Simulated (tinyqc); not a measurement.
Inside a calculation: sp3s* tight binding. Values are carried at full precision from step to step, so a last printed digit may differ when a step is redone from the rounded ones.

sp3s* tight binding, nearest neighbours only: anion (a) at 0, cation (c) at a/4 (1,1,1), orbitals s, px, py, pz, s* on each; k in units of 2 pi/a. With phases e_j = exp(i (pi/2) k.n_j) for n = (1,1,1), (1,-1,-1), (-1,1,-1), (-1,-1,1): g0 = (e1+e2+e3+e4)/4, g1 = (e1+e2-e3-e4)/4, g2 = (e1-e2+e3-e4)/4, g3 = (e1-e2-e3+e4)/4. The diagonal holds the levels Esa, Epa, Exa (s*) and Esc, Epc, Exc. Anion-cation block: <sa|sc> = Vss g0; <sa|xc> = Vsapc g1; <xa|sc> = -Vscpa g1; <xa|xc> = Vxx g0; <xa|yc> = <ya|xc> = Vxy g3, <xa|zc> = <za|xc> = Vxy g2, <ya|zc> = <za|yc> = Vxy g1; <s*a|xc> = Vxapc g1; <xa|s*c> = -Vpaxc g1; y and z take g2 and g3 in place of g1; s-s* and s*-s* vanish.

Constants: hbar^2/2m0 = 3.80998211 eV angstrom^2.

Parameters, chosen for this exercise (near a published set for InP, fitted to gaps, whose masses and valley positions are rough; not measured data):
```
symbol  value         unit      meaning
k       (0.27, 0, 0)  2 pi/a    wave vector
Esa     -8.544        eV        s level of the anion
Epa     0.873         eV        p level of the anion
Esc     -1.479        eV        s level of the cation
Epc     4.057         eV        p level of the cation
Exa     8.24          eV        s* level of the anion
Exc     7.08          eV        s* level of the cation
Vss     -5.356        eV        s-s
Vxx     1.881         eV        px-px
Vxy     4.221         eV        px-py
Vsapc   2.221         eV        s anion, p cation
Vscpa   5.579         eV        s cation, p anion
Vxapc   3.469         eV        s* anion, p cation
Vpaxc   4.49          eV        p anion, s* cation
a       5.875         angstrom  lattice constant
```

## Phase sums

Form g0 to g3 at this k.

g0, g1, g2, g3: [0.91140, 0.41151i, 0.00000, 0.00000]

## The Hamiltonian without spin-orbit coupling

Fill in the 10 x 10 matrix.

H(k) (eV), rows sa, xa, ya, za, s*a, sc, xc, yc, zc, s*c and columns alike:
```
[[-8.5440, 0, 0, 0, 0, -4.8815, 0.9140i, 0, 0, 0],
 [0, 0.8730, 0, 0, 0, -2.2958i, 1.7143, 0, 0, -1.8477i],
 [0, 0, 0.8730, 0, 0, 0, 0, 1.7143, 1.7370i, 0],
 [0, 0, 0, 0.8730, 0, 0, 0, 1.7370i, 1.7143, 0],
 [0, 0, 0, 0, 8.2400, 0, 1.4275i, 0, 0, 0],
 [-4.8815, 2.2958i, 0, 0, 0, -1.4790, 0, 0, 0, 0],
 [-0.9140i, 1.7143, 0, 0, -1.4275i, 0, 4.0570, 0, 0, 0],
 [0, 0, 1.7143, -1.7370i, 0, 0, 0, 4.0570, 0, 0],
 [0, 0, -1.7370i, 1.7143, 0, 0, 0, 0, 4.0570, 0],
 [0, 1.8477i, 0, 0, 0, 0, 0, 0, 0, 7.0800]]
```

## Levels at this k

Diagonalise H, which belongs to k = (0.27, 0, 0) (2 pi/a). Four bands are filled (two electrons each); give the make-up of band 5, the lowest empty one.

levels (eV): [-11.1605, -1.7252, -0.4489, -0.4489, 2.3845, 4.3171, 5.3789, 5.3789, 7.6744, 8.7367]

weights of band 5: s 0.625, p 0.335, s* 0.040

weight of band 5 on atom a = 0.338

The vertical gap at this k is 2.8334 eV; band 5 is mostly s-like.

## Levels at Gamma

At k = 0 only g0 = 1 is left and H falls into 2 x 2 blocks [[E_a, V], [V, E_c]] with roots (E_a + E_c)/2 -/+ sqrt(((E_a - E_c)/2)^2 + V^2); the s* levels stay uncoupled. The direct gap runs from the highest lower root of the p blocks to the lowest upper root.

Blocks at Gamma (eV):
```
block            E_a      E_c        V  lower root  upper root
s (Gamma1)   -8.5440  -1.4790  -5.3560    -11.4275      1.4045
p (Gamma15)   0.8730   4.0570   1.8810      0.0007      4.9293
```

direct gap at Gamma = 1.4038 eV

The lowest empty level at Gamma is s-like.

## Bands near the gap

Diagonalise at L = (1/2,1/2,1/2), X = (1,0,0), W = (1,1/2,0), K = (3/4,3/4,0) and at the fractions named between them; energies from the top of the valence band at Gamma; 4 bands are filled.

Levels (eV):
```
k        level 2  level 3  level 4  level 5  level 6
L         -5.783   -0.977   -0.977    1.887    4.211
L-G 0.5   -3.454   -0.529   -0.529    2.221    4.489
G          0.000    0.000    0.000    1.404    4.929
G-X 0.2   -1.133   -0.263   -0.263    2.122    4.554
G-X 0.4   -2.863   -0.853   -0.853    2.699    3.851
G-X 0.6   -4.544   -1.462   -1.462    2.783    3.271
G-X 0.7   -5.297   -1.708   -1.708    2.683    3.113
G-X 0.8   -5.951   -1.893   -1.893    2.557    3.028
G-X 0.9   -6.440   -2.008   -2.008    2.466    2.983
X         -6.635   -2.047   -2.047    2.433    2.968
W         -6.635   -2.047   -2.047    2.433    2.968
K         -6.519   -2.214   -1.728    2.367    3.091
K-G 0.5   -4.112   -1.342   -0.587    2.447    3.988
```

On these points the lowest empty level is lowest at G, 1.404 eV above the top.

## Valleys and masses

The lowest conduction level at Gamma, at its minimum on (x,0,0) for x from 0.5 to 1, and at the point L (L, and X where the search ends there, need not be minima in this model; a zero or negative inverse mass shows it). Inverse masses m0/m = (E(+h) + E(-h) - 2 E)/(2 c q^2) with c = hbar^2/2m0, q = h 2 pi/a, h = 0.002; longitudinal along the valley axis ([100] at Gamma and Delta, [111] at L), transverse along [010] or [1-10]. A dash: the next level lies within 0.15 eV, so a single mass has no use there.

Valleys:
```
valley  x (2 pi/a)  E - Ev (eV)  m0/m_l  m0/m_t
Gamma       0.0000       1.4038    8.22    8.22
Delta       1.0000       2.4330    0.76    0.00
L           0.5000       1.8872    0.64    1.46
```

Of these three the lowest is Gamma, which makes the gap direct, 1.4038 eV. At Delta m0/m_t is 0.00. This nearest-neighbour model is fitted to gaps: it places the Delta minimum and the masses at Delta and L only roughly (transverse masses can be several times too heavy), and since its bands are flat from X to W the transverse mass grows too heavy towards X; d orbitals or second neighbours cure this.

## Checks

- Direct gap at Gamma from the blocks against the full matrix: both 1.40379.

(tinyqc, `OMP_NUM_THREADS=1 python tinyqc.py 1452151 1452152 out.jsonl`, Intel(R) Xeon(R) Processor @ 2.30GHz, 1 thread, shared host, about 0.07 s.)
